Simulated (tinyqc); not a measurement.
Inside a calculation: Shockley state of an s-p chain by decimation. Values are carried at full precision from step to step, so a last printed digit may differ when a step is redone from the rounded ones.

Each site has s at -d/2 and p at +d/2: H0 = diag(-d/2, d/2). The block to the next site on the right is H1 = [[-ts, u], [-u, tp]] (rows s, p of site n; columns s, p of site n + 1). Bulk: H(k) = [[-d/2 - 2 ts cos k, 2i u sin k], [-2i u sin k, d/2 + 2 tp cos k]]. The bands are inverted at k = pi if d < 2 (ts + tp).

Inputs chosen for the exercise:

| symbol | value | unit | meaning |
|---|---|---|---|
| d | 6.96 | eV | Ep - Es |
| ts | 1.19 | eV | s-s hopping |
| tp | 1.72 | eV | p-p hopping |
| u | 0.6 | eV | s-p hopping |
| E | -0.28 | eV | energy |
| eta | 0.01 | eV | broadening |

## Bulk bands

Levels and s weight of the lower band at k = j pi/6.

Bands:

| k/pi | lower (eV) | upper (eV) | s weight, lower |
|---|---|---|---|
| 0.000 | -5.8600 | 6.9200 | 1.000 |
| 0.167 | -5.5711 | 6.4891 | 0.998 |
| 0.333 | -4.7782 | 5.3082 | 0.989 |
| 0.500 | -3.6811 | 3.6811 | 0.973 |
| 0.667 | -2.5411 | 2.0111 | 0.945 |
| 0.833 | -1.5910 | 0.6730 | 0.924 |
| 1.000 | -1.1000 | 0.0400 | 1.000 |

The lower band is s-like at k = 0 and s-like at pi: no inversion, an ordinary gap.

## First round of decimation

Decimation (Sancho-Rubio) at z = E + i eta: start with es = e = H0, A = H1, B = H1^T. Each round forms g = (z - e)^-1 and sets es += A g B, e += A g B + B g A, A = A g A, B = B g B, doubling the length covered. Stop when all |A| < 1e-10. Surface G = (z - es)^-1, bulk G = (z - e)^-1; densities -Im tr G/pi.

Carry out one round.

g (1/eV):
```
                s                p
s  0.3125-0.0010i           0.0000
p          0.0000  -0.2660-0.0007i
```

es (eV):
```
                 s                p
s  -3.1332-0.0016i  -0.0513-0.0014i
p  -0.0513-0.0014i   2.8057-0.0024i
```

e (eV):
```
                 s               p
s  -2.7864-0.0033i          0.0000
p           0.0000  2.1314-0.0049i
```

A (eV):
```
                s                p
s  0.5383-0.0011i          -0.4976
p          0.4976  -0.8993-0.0017i
```

## Course of the decimation

All rounds.

Rounds:

| round | sites covered | largest \|A\| (eV) | surface density (1/eV) |
|---|---|---|---|
| 1 | 2 | 0.899 | 0.00087 |
| 2 | 4 | 0.434 | 0.00117 |
| 3 | 8 | 0.132 | 0.00132 |
| 4 | 16 | 0.0129 | 0.00135 |
| 5 | 32 | 0.000123 | 0.00135 |
| 6 | 64 | 1.13e-08 | 0.00135 |
| 7 | 128 | 9.47e-17 | 0.00135 |

surface G (1/eV):
```
                s                p
s  0.3473-0.0018i   0.0218+0.0007i
p  0.0218+0.0007i  -0.3583-0.0024i
```

densities (1/eV): surface 0.00135, bulk 0.00374

Converged in 7 rounds. E lies inside the bulk gap (-1.100 to 0.040 eV); once |A| is small it falls roughly as its square in each round, up to a factor.

## Checks

- Surface G against the Dyson relation G = (z - H0 - H1 G H1^T)^-1: they agree to 1e-10 or better.

Computed by tinyqc, a small Python program: `OMP_NUM_THREADS=1 python tinyqc.py 1481456 1481457 out.jsonl` (the numbers bound the seed that draws the inputs); one thread of a shared host (Intel(R) Xeon(R) Processor @ 2.30GHz), about 0.2 s for the whole set of steps.
